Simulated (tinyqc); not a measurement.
# One-sided p+-n junction, ionisation integral and breakdown: multiplication against voltage

A p+ layer at x < 0 and an n drift layer from x = 0. Depletion approximation, built-in voltage neglected. Local ionisation coefficients alpha_n = an exp(-(bn/E)^mx), alpha_p = ap exp(-(bp/E)^mx). Electrons move towards +x, holes towards x = 0.

W = sqrt(2 eps0 eps_r V/(q N)), peak field E0 = q N W/(eps0 eps_r), falling linearly to 0 at W. G(x) = integral from 0 to x of (alpha_n - alpha_p); I_n = integral of alpha_n exp(-G) (electrons injected at x = 0), I_p = integral of alpha_p exp(G(end) - G) (holes injected at the far edge); M = 1/(1 - I). Integrals on a fine grid; BV is where I_n = 1. Here BV = 40.8316 V; the Miller exponent is n = ln(1 - 1/M)/ln(V/BV).

Parameters, values chosen for the exercise; material values close to those of gallium arsenide:
```
symbol,value,unit,meaning
eps_r,12.9,,relative permittivity
an,3.19e5,1/cm,prefactor of the electron ionisation coefficient
bn,6.96e5,V/cm,field constant for electrons
ap,2.33e5,1/cm,prefactor of the hole ionisation coefficient
bp,6.77e5,V/cm,field constant for holes
mx,1.6,,exponent
N,1.5e16,cm^-3,donor density of the drift layer
```

Constants: q = 1.602176634e-19 C, eps0 = 8.8541878128e-14 F/cm where lengths are in cm. Results are converted to the units shown.

Result of one run:
```
E0 (kV/cm)	I_n	I_p	M_n	M_p	Miller n, electrons	Miller n, holes
371	0.534	0.493	2.15	1.97	2.83	3.19
```

Which reverse voltage V gave this result: 16.3, 28.6, 32.7, 37.6 or 39.2 V?

V = 32.7 V.

The whole series:
```
V (V)	E0 (kV/cm)	I_n	I_p	M_n	M_p	Miller n, electrons	Miller n, holes
16.3	262	0.0337	0.0314	1.03	1.03	3.69	3.77
20.4	293	0.0947	0.0858	1.10	1.09	3.40	3.54
24.5	321	0.198	0.178	1.25	1.22	3.17	3.38
28.6	347	0.346	0.312	1.53	1.45	2.98	3.27
32.7	371	0.534	0.493	2.15	1.97	2.83	3.19
35.1	384	0.661	0.621	2.95	2.64	2.74	3.15
37.6	398	0.803	0.773	5.08	4.41	2.66	3.12
39.2	406	0.899	0.881	9.90	8.41	2.61	3.10
40.2	411	0.961	0.953	25.3	21.2	2.58	3.09
```

M_n rises from 1.035 to 25.3 and M_p from 1.032 to 21.2; both diverge at BV. The Miller exponent for electrons falls from 3.69 to 2.58 and that for holes falls from 3.77 to 3.09, so one exponent describes neither over the whole range. The larger multiplication belongs to electrons, whose coefficient at the peak field of the last row is 1.24 times the other.

Numbers from tinyqc (`OMP_NUM_THREADS=1 python tinyqc.py 2120004 2120005 out.jsonl`; about 0.04 s on one thread of a shared Intel Xeon 2.30GHz).
